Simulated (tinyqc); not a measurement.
What each parameter does: Wannier-Stark ladder of a miniband.

One state in each well j = -(Nw - 1)/2 ... (Nw - 1)/2: H_jj = j e F d, H_(j,j+1) = -W/4; 1 kV/cm = 0.01 meV/angstrom. In an infinite chain the levels are j e F d and the state of well 0 has amplitude J_j(x) in size on well j, x = W/(2 e F d).

Values chosen for the exercise (near those of a non-polar GaN/AlGaN superlattice; not measured data): W = 22 meV (miniband width); d = 45 angstrom (period); F = 19 kV/cm (field); Nw = 7 (wells).

e F d, x, J_0(x)^2 and the lowest level of the finite stack.

Results for these values:
```
case  e F d (meV)      x  J_0^2  lowest level (meV)
base         8.55  1.287  0.393              -28.68
```

What happens to each result for W = 18 meV, all else kept?

Answer: e F d does not change at the printed digits; x falls from 1.287 to 1.053; J_0^2 rises from 0.393 to 0.550; lowest level rises from -28.68 to -27.77.

The same for each parameter in turn:
```
case             e F d (meV)      x  J_0^2  lowest level (meV)
base                    8.55  1.287  0.393              -28.68
W = 18 meV              8.55  1.053  0.550              -27.77
d = 53 angstrom        10.07  1.092  0.523              -32.87
F = 13.3 kV/cm          5.99  1.838  0.101              -21.85
Nw = 9                  8.55  1.287  0.393              -37.23
```

(tinyqc, `OMP_NUM_THREADS=1 python tinyqc.py 1252143 1252144 out.jsonl`, Intel(R) Xeon(R) Processor @ 2.30GHz, 1 thread, shared host, about 0.01 s.)
